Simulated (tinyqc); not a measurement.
MOSFET in saturation, small-signal circuit and noise: effect of the overlap and fringe capacitance per side on speed and noise.

Bias by the inversion coefficient IC = I/Ispec (charge-based model with velocity saturation; weak inversion below 0.1, strong above 10). Common-source circuit: gm, gds, Cgs, Cgd and Cj at the inner nodes, Rg in series with the gate; quasi-static, no source or drain resistance, no gate-body capacitance, no substrate network, no induced gate noise, so fmax is an upper estimate.

Ispec = 2 n mu Cox (W/L) Vt^2, lc = Ls/L, gms = [sqrt((lc IC + 1)^2 + 4 IC) - 1]/[2 + lc (lc IC + 1)], gm = gms Ispec/(n Vt), gds = sg gm. qs = [sqrt(1 + 4 IC) - 1]/2, Cgs = Cox W L qs (2 qs + 3)/(3 (qs + 1)^2) + Cov W, Cgd = Cov W, Cd = Cj W, Rg = Rsh (Wf/L)/(12 Nf) + Rc/W with Nf = W/Wf fingers (not rounded) contacted at both ends. fT = gm/(2 pi (Cgs + Cgd)), fmax = fT/(2 sqrt(Rg (gds + 2 pi fT Cgd))). Channel noise Sid = 4 kB T gam n gm with gam = (1/2 + (2/3) qs)/(1 + qs) + gw lc IC, qs = [sqrt(1 + 4 IC) - 1]/2, lc = Ls/L (the last term an empirical rise with velocity saturation); at the gate, white noise Sw = Sid/gm^2 + 4 kB T Rg. Number fluctuation with correlated mobility: S(f) = K/f, K = q^2 Vt lt Nt/(W L Cox^2) (1 + ac mu Cox I/gm)^2, Vt in eV with Nt per eV. Corner fc = K/Sw. IC is held fixed.

Values chosen for this exercise:
- T = 293 K (temperature)
- L = 180 nm (gate length)
- W = 80 um (total gate width)
- Cox = 1.85 uF/cm^2 (gate capacitance)
- mu = 180 cm^2/(V s) (mobility)
- n = 1.24 (slope factor)
- Ls = 20 nm (velocity-saturation length)
- sg = 0.022 (ratio gds/gm)
- Cj = 0.35 fF/um (drain junction capacitance)
- Rsh = 15 ohm (sheet resistance of the gate)
- Wf = 2 um (finger width)
- Rc = 200 ohm um (gate contact and vertical resistance)
- IC = 0.79 (inversion coefficient)
- gw = 0.11 (short-channel excess of the noise factor)
- Nt = 6.1e16 cm^-3 eV^-1 (oxide trap density)
- lt = 0.1 nm (tunnelling length into the oxide)
- ac = 1000 V s/C (Coulomb scattering coefficient)

Constants: q = 1.602176634e-19 C, kB = 1.380649e-23 J/K, Vt = kB T/q. Results are converted to the units shown.

The same in every row: I (uA) = 184.85; Rg (ohm) = 2.8472; sqrt(Sw) (nV/Hz^0.5) = 1.7385; fc (MHz) = 0.27404.

Results:
```
Cov (fF/um)  fT (GHz)  fmax (GHz)
0.05           6.8523      126.84
0.15           5.8054      75.311
0.35           4.4467      44.766
0.45           3.9808      37.595
0.55           3.6033      32.487
0.65           3.2912      28.642
```

Estimate the missing row, Cov = 0.25 fF/um.

Computed row:
```
Cov (fF/um)  fT (GHz)  fmax (GHz)
0.25           5.0360      55.734
```

With this row back in the table: As Cov goes from 0.05 to 0.65 fF/um, fT falls from 6.85 to 3.29 GHz, fmax falls from 127 to 28.6 GHz, the white noise stays at 1.74 nV/Hz^0.5 and the corner stays at 0.274 MHz. In every row fmax exceeds 4 fT, where channel resistance and substrate losses, left out here, would cap it.

Computed by the program tinyqc: `OMP_NUM_THREADS=1 python tinyqc.py 2150009 2150010 out.jsonl`, one thread of a shared Intel Xeon 2.30GHz, about 0.01 s for the whole run.
